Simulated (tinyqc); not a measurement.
Chemical vapour deposition: Grove model, boundary layer, depletion and step coverage: one step, computed by the program tinyqc. Command: `OMP_NUM_THREADS=1 python tinyqc.py 3003125 3003126 out.jsonl cvd walk`. One thread of a shared host (Intel(R) Xeon(R) Processor @ 2.30GHz), about 0.01 s of CPU time with the checks.

A precursor diffuses to the surface and reacts there at first order; each molecule that reacts adds one formula unit of film.

Problem. Boundary layer. nu = nu0 (T/273.15)^1.75 (760/p); Re = U L/nu; mean boundary layer delta = (2/3) L/sqrt(Re), at most b/2; h_g = D/delta. Temperatures in kelvin are T(C) + 273.15.

Inputs (values chosen for the exercise, close to those used for polysilicon from silane):

| quantity | value | unit |
|---|---|---|
| temperature T | 740 | C |
| total pressure p | 150 | torr |
| gas diffusivity D0 at 273.15 K and 760 torr | 0.59 | cm^2/s |
| gas velocity U | 22 | cm/s |
| kinematic viscosity nu0 at 273.15 K and 760 torr | 0.45 | cm^2/s |
| susceptor length L | 49 | cm |
| channel height b | 4.6 | cm |

Reactor: horizontal, reduced pressure.

Give: Reynolds number Re; boundary layer delta; mass-transfer coefficient h_g.

Solution.

Reynolds number Re = 47.693

boundary layer delta = 2.3 cm

mass-transfer coefficient h_g = 12.885 cm/s

Caution: the boundary layer is capped at b/2, so U, L and nu no longer affect h_g.
